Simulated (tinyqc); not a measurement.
From results back to parameters: WKB tunnelling through a gate dielectric with a two-band (Franz) dispersion. Three cases, with inputs chosen for the exercise.

Problem. In the Fowler-Nordheim regime with a parabolic band J/F^2 is proportional to exp(-B/F), B = (4/3) sqrt(m/c) phi^(3/2), c = hbar^2/2m0, 1 V/angstrom = 100 MV/cm. The ratio below was computed from a hidden barrier.

Constants: hbar^2/2m0 = 3.80998211 eV angstrom^2.

Case 1.

Values chosen (out of a larger set: of the size used for Si3N4 on silicon; not measured data): m = 0.45 m0 (mass at the conduction edge); F1 = 7.8 MV/cm (first field); F2 = 10.7 MV/cm (second field).

ln[(J2/F2^2)/(J1/F1^2)] = 4.81086

Case 2.

Values chosen (out of a larger set: of the size used for Al2O3 on silicon; not measured data): m = 0.31 m0 (mass at the conduction edge); F1 = 6.5 MV/cm (first field); F2 = 11.9 MV/cm (second field).

ln[(J2/F2^2)/(J1/F1^2)] = 7.85041

Case 3.

Values chosen (out of a larger set: of the size used for Si3N4 on silicon; not measured data): m = 0.49 m0 (mass at the conduction edge); F1 = 6.9 MV/cm (first field); F2 = 11.3 MV/cm (second field).

ln[(J2/F2^2)/(J1/F1^2)] = 7.40431

Find: B; phi.

Solution. B is the logarithm divided by 1/F1 - 1/F2; then phi = (3 B/(4 sqrt(m/c)))^(2/3). The slope fixes only m phi^3, so the mass must be known.

Case 1.

B = 138.45 MV/cm
phi = 2.090 eV

Case 2.

B = 112.45 MV/cm
phi = 2.060 eV

Case 3.

B = 131.21 MV/cm
phi = 1.960 eV

Computed by tinyqc, one run a case: `OMP_NUM_THREADS=1 python tinyqc.py N N+1 out.jsonl` with N = 1450570, 1450583, 1450639; one thread of a shared Intel(R) Xeon(R) Processor @ 2.30GHz, about 0.01 s a run at most.
